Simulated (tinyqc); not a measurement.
Where a level does most harm: Shockley-Read-Hall recombination through one deep level.

One level at Et with degeneracy 1: tn = 1/(sn vth Nt), tp = 1/(sp_ vth Nt), n1 = Nc exp((Et - Eg)/kT), p1 = Nv exp(-Et/kT), ni^2 = n1 p1. Equilibrium p0 = Nm, n0 = ni^2/Nm; n = n0 + dn, p = p0 + dn. U = (n p - ni^2)/(tp (n + n1) + tn (p + p1)), lifetime dn/U; emission rates en = sn vth n1, ep = sp_ vth p1.

Constants: kB = 8.617333262e-05 eV/K.

Parameters, chosen for this exercise (gap and densities of states near those of SiC at this temperature; the results hold for these values, not for the real material):
```
symbol  value     unit    meaning
Eg      3.234     eV      gap
Nc      1.83e+19  1/cm^3  conduction-band density of states
Nv      3.25e+19  1/cm^3  valence-band density of states
T       300       K
Nt      6.8e+13   1/cm^3  defects
sn      3.6e-15   cm^2    electron capture cross-section
sp_     6.4e-16   cm^2    hole capture cross-section
vth     20000000  cm/s    thermal velocity, both carriers
Nm      1.2e+16   1/cm^3  equilibrium holes for the lifetime steps
```

Et takes the values listed; G = Nt en ep/(en + ep) in a depleted region; the lifetime is for dn = 1e11 1/cm^3.

Results:
```
Et (eV)  lifetime (microsecond)  G (1/(cm^3 s))
0.194                     0.509        7.63e-26
0.453                     0.204        1.71e-21
0.711                     0.204        3.70e-17
1.229                     0.204        1.86e-08
1.488                     0.204        0.000418
1.746                     0.204        0.000132
2.005                     0.204        5.88e-09
2.264                     0.204        2.62e-13
2.523                     0.204        1.17e-17
2.781                     0.204        5.41e-22
3.040                      1.17        2.41e-26
```

Give the missing row, Et (eV) = 0.970.

Computed row:
```
Et (eV)  lifetime (microsecond)  G (1/(cm^3 s))
0.970                     0.204        8.29e-13
```

Generation peaks where en = ep, at Eg/2 + (kT/2) ln(sp_ Nv/(sn Nc)) = 1.602 eV; the largest value listed is at 1.488 eV, and G falls by a decade for each 0.060 eV away from the peak. The lifetime is within a factor 2 of its minimum, 0.204 microsecond, from 0.453 to 2.781 eV: recombination tolerates a wide range of Et, generation a narrow one.

(tinyqc, `OMP_NUM_THREADS=1 python tinyqc.py 1651178 1651179 out.jsonl`, Intel(R) Xeon(R) Processor @ 2.30GHz, 1 thread, shared host, about 0.01 s.)
